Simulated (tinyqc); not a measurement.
# Changing the target area A_t

Model: Berg model of reactive sputtering of a nitride or oxide: poisoning, hysteresis and pumping speed. Computed by tinyqc, a small Python program. Command: `OMP_NUM_THREADS=1 python tinyqc.py 3026512 3026513 out.jsonl berg sweep`. One thread of a shared host (Intel(R) Xeon(R) Processor @ 2.30GHz), about 0.02 s of CPU time with the checks.

A diatomic gas reacts with bare metal on the target and on the collecting surfaces; ions remove metal and compound from the target. theta_t and theta_c are the compound fractions.

Inputs (values chosen for the exercise, close to those used for titanium dioxide):

| quantity | value | unit |
|---|---|---|
| ion current density J | 7.1 | mA/cm^2 |
| collecting area A_c | 4500 | cm^2 |
| metal yield Y_m | 0.56 | - |
| compound yield Y_c | 0.034 | - |
| sticking coefficient alpha | 0.81 | - |
| reactive atoms per metal atom z | 2 | - |
| gas mass M | 32 | u |
| pumping speed S | 920 | l/s |
| gas temperature T | 300 | K |
| reactive partial pressure P | 0.0087 | Pa |

Constants: e = 1.602176634e-19 C; u = 1.6605390666e-27 kg; k_B = 1.380649e-23 J/K.

Method. Ion flux j = J/e; gas flux F = P/sqrt(2 pi M k_B T). Target: (2/z) alpha F (1 - theta_t) = j Y_c theta_t. Sputtered flows F_c = j Y_c theta_t A_t, F_m = j Y_m (1 - theta_t) A_t. Collector: (2/z) alpha F (1 - theta_c) A_c + F_c (1 - theta_c) = F_m theta_c. Gas use Q = alpha F [(1 - theta_t) A_t + (1 - theta_c) A_c] + P S/(k_B T); 1 sccm = 4.4780e17 molecules/s. Rate R = F_m + F_c, given relative to j Y_m A_t. P is a single-valued function of the flow Q only if dQ/dP > 0 everywhere: S must exceed k_B T times the steepest fall of the surface terms with P.

One run for each value:

| target area A_t (cm^2) | critical pumping speed (l/s) | theta_c | total flow Q (sccm) |
|---|---|---|---|
| 5.0 | 296.3 | 0.99989 | 4.3514 |
| 9.9 | 471.7 | 0.99979 | 4.3866 |
| 20.0 | 724.0 | 0.99957 | 4.4593 |
| 39.0 | 1032.0 | 0.99917 | 4.5959 |
| 77.0 | 1400.7 | 0.99835 | 4.8688 |
| 150.0 | 1788.0 | 0.99680 | 5.3917 |
| 300.0 | 2178.3 | 0.99364 | 6.4612 |
| 600.0 | 2514.5 | 0.98742 | 8.5802 |

What does the table show, and why?

Over the rows, critical pumping speed (l/s) rises from 296 to 2510 (exponent d ln y / d ln x 0.68 between the first rows and 0.21 between the last); theta_c falls from 0.9999 to 0.9874 (exponent d ln y / d ln x -1.5e-4 between the first rows and -0.0091 between the last); total flow Q (sccm) rises from 4.35 to 8.58 (exponent d ln y / d ln x 0.012 between the first rows and 0.41 between the last). A smaller eroded area lowers the critical pumping speed, one known way to remove the hysteresis.
